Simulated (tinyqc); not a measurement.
Worked calculation: k.p values derived from sp3s* tight binding at Gamma. Values are carried at full precision from step to step, so a last printed digit may differ when a step is redone from the rounded ones.

At Gamma the states are two-level mixtures: s-like S+ (upper) and S- (lower) from [[Esa, Vss], [Vss, Esc]], p-like P- (valence) and P+ from [[Epa, Vxx], [Vxx, Epc]], and the bare s* levels. With real k in 1/angstrom and kz = 0, the phase sums over the four bonds are g0 = 1 - (a k/4)^2/2, g1 = i a kx/4, g3 = -(a/4)^2 kx ky to second order. Each mixture is written (anion, cation) with the anion part positive. c = hbar^2/2m0. No spin-orbit coupling.

Constants: hbar^2/2m0 = 3.80998211 eV angstrom^2.

Inputs chosen for the exercise (near a published set for GaSb, fitted to gaps, whose masses and valley positions are rough; the results hold for these values, not for the real material): Esa = -7.328 eV (s level of the anion); Esc = -3.907 eV (s level of the cation); Epa = 0.858 eV (p level of the anion); Epc = 2.916 eV (p level of the cation); Vss = -6.157 eV (s-s); Vxx = 1.586 eV (px-px); a = 6.093 angstrom (lattice constant); Vsapc = 4.959 eV (s anion, p cation); Vscpa = 4.69 eV (s cation, p anion); Vxapc = 4.973 eV (s* anion, p cation); Vpaxc = 4.198 eV (p anion, s* cation); Exa = 6.662 eV (s* level of the anion); Exc = 5.972 eV (s* level of the cation); Vxy = 4.11 eV (px-py).

## States at Gamma

Solve the two blocks.

States:
```
state     E (eV)  anion part  cation part
S-     -12.00768    0.796139     0.605113
P-      -0.00357    0.878715    -0.477346
S+       0.77268    0.605113    -0.796139
P+       3.77757    0.477346     0.878715
```

## Linear terms and the Kane energy

<s state|dH/dkx|x state> = i P with P = (a/4)(sa pc Vsapc + sc pa Vscpa), sa, sc and pa, pc being the parts of the two states; for s* on the anion P = (a/4) pc Vxapc, on the cation (a/4) pa Vpaxc. Ep = P^2/c for S+ to P-.

Couplings:
```
pair       P (eV angstrom)  E(first) - E(second) (eV)
S+ to P-          -7.17973                    0.77625
S+ to P+           1.30154                   -3.00488
S- to P-           0.92795                  -12.00412
s*a to P-         -3.61595                    6.66557
s*c to P-          5.61904                    5.97557
```

Ep = 13.530 eV

The two terms of S+ to P- have the same sign and add: S+ and P- both change sign from anion to cation. An on-site momentum element between s and p, which real atoms have, is absent from this model.

## Electron mass

m0/m = [<S+|d2H/dkx^2|S+>/2 + sum P^2/(E(S+) - E(P))]/c over P- and P+, with the direct term -(a/4)^2 sa sc Vss.

parts of m0/m: direct -1.806, from P- 17.430, from P+ -0.148

mass = 0.0646 m0

The valence band supplies 113 % of m0/m; the direct term, which stands in for the free-electron 1, is -1.81. Sets of this kind were fitted to gaps and often give too heavy a mass, by up to a factor of two.

## Valence parameters L, M, N and the Luttinger values

Direct terms d0 = -(a/4)^2 pa pc Vxx, dN = -2 (a/4)^2 pa pc Vxy for P-. F = sum P^2/(E(P-) - E(s)) over S+, S-, s*a, s*c. The y state of P- couples to the z state of P+ through Q = (a/4) Vxy (pa p'c - pc p'a), primes for P+, and H1 = Q^2/(E(P-) - E(P+)). L = d0 + F, M = d0 + H1, N = dN + F + H1; g1 = -(L + 2M)/(3c), g2 = -(L - M)/(6c), g3 = -N/(6c).

d0, dN, F, Q, H1 (eV angstrom^2; Q in eV angstrom): [1.5436, 8.0001, -73.5808, 6.2606, -10.3658]

L, M, N (eV angstrom^2): [-72.037, -8.822, -75.947]

g1, g2, g3: [7.846, 2.765, 3.322]

Along [100] the masses without spin-orbit coupling are c/|L| = 0.053 (one band) and c/|M| = 0.432 (two bands).

## Checks

- Electron mass against a finite difference of the full bands: both 0.06462.
- L and M against finite differences along [100]: largest relative difference 7.9e-05.
- Lowest curvature along [111], (L + 2M + 2N)/3, against a finite difference: -80.525 against -80.518.

Computed by tinyqc, a small Python program: `OMP_NUM_THREADS=1 python tinyqc.py 1482120 1482121 out.jsonl` (the numbers bound the seed that draws the inputs); one thread of a shared host (Intel(R) Xeon(R) Processor @ 2.30GHz), about 0.01 s for the whole set of steps.
